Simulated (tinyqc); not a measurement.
# From one set of inputs to another, one input at a time

Model: size effects in the resistivity of thin metal films and interconnect lines. Computed by tinyqc, a small Python program. Command: `OMP_NUM_THREADS=1 python tinyqc.py 3015735 3015736 out.jsonl size ladder`. One thread of a shared host (Intel(R) Xeon(R) Processor @ 2.30GHz), about 0.01 s of CPU time with the checks.

Electrons lose their drift at surfaces (a share 1 - p of the hits) and at grain boundaries (reflection R), besides bulk scattering.

The inputs printed are set A. Set A is modelled on silver; the values taken over come from a set modelled on platinum. Inputs not listed in the table keep their values of set A, so the rows need not describe a real material.

Inputs (values chosen for the exercise, modelled on silver):
```
quantity                     value         unit
bulk resistivity rho_b        1.59  microohm cm
bulk mean free path lambda      56           nm
specularity p                 0.49            -
grain-boundary reflection R    0.6            -
film thickness h                21           nm
grain size over thickness        1            -
```

Geometry: film.

Method:
- D = (ratio) h.
- Mayadas-Shatzkes: alpha = (lambda/D) R/(1 - R); rho_b/rho = 1 - 3 alpha/2 + 3 alpha^2 - 3 alpha^3 ln(1 + 1/alpha).
- Fuchs-Sondheimer film: rho_b/rho = 1 - (3/(2 kappa))(1 - p) int_0^1 (s - s^3)(1 - exp(-kappa/s))/(1 - p exp(-kappa/s)) ds, f = rho/rho_b, kappa = thickness/lambda, 80 Gauss-Legendre points.
- Both together (Mayadas-Shatzkes film): rho_b/rho = (rho_b/rho of the grains alone) - (6/(pi kappa))(1 - p) int_0^(pi/2) dphi int_0^1 ds (cos^2 phi/H^2)(s - s^3)(1 - exp(-kappa H/s))/(1 - p exp(-kappa H/s)), H = 1 + alpha/(cos phi sqrt(1 - s^2)), 40 x 80 Gauss-Legendre points.
- Sheet resistance rho/h; additive estimate rho_b (f_surface + f_grain - 1).

Each row keeps all changes above it:
```
input moved                           from    to  sheet resistance (ohm)  rho/rho_b from surfaces  rho/rho_b from grains
set A                                    -     -                  5.2116                   1.5395                 6.3923
grain-boundary reflection R            0.6  0.31                  2.3954                   1.5395                 2.6444
specularity p                         0.49     0                  2.8717                   2.1974                 2.6444
bulk mean free path lambda (nm)         56  7.29                  1.0331                   1.1479                 1.2251
film thickness h (nm)                   21    30                  0.6649                   1.1000                 1.1588
bulk resistivity rho_b (microohm cm)  1.59  10.9                  4.5584                   1.1000                 1.1588
grain size over thickness                1   1.2                  4.4659                   1.1000                 1.1328
```

Sheet resistance goes from 5.21 to 4.47, a factor 0.857 in all. The largest single move comes from bulk resistivity rho_b (a factor 6.86), but it runs against the net change; the largest move in the direction of the net change is bulk mean free path lambda (a factor 0.360). rho/rho_b from surfaces goes from 1.54 to 1.10, a factor 0.715 in all. The largest single move comes from bulk mean free path lambda (a factor 0.522), and specularity p works against it (a factor 1.43). rho/rho_b from grains goes from 6.39 to 1.13, a factor 0.177 in all. The largest single move comes from grain-boundary reflection R (a factor 0.414). The single moves hold for this order of the switches; the total does not depend on the order.

Extremes, crossings and ranges named in words are read from the listed rows.
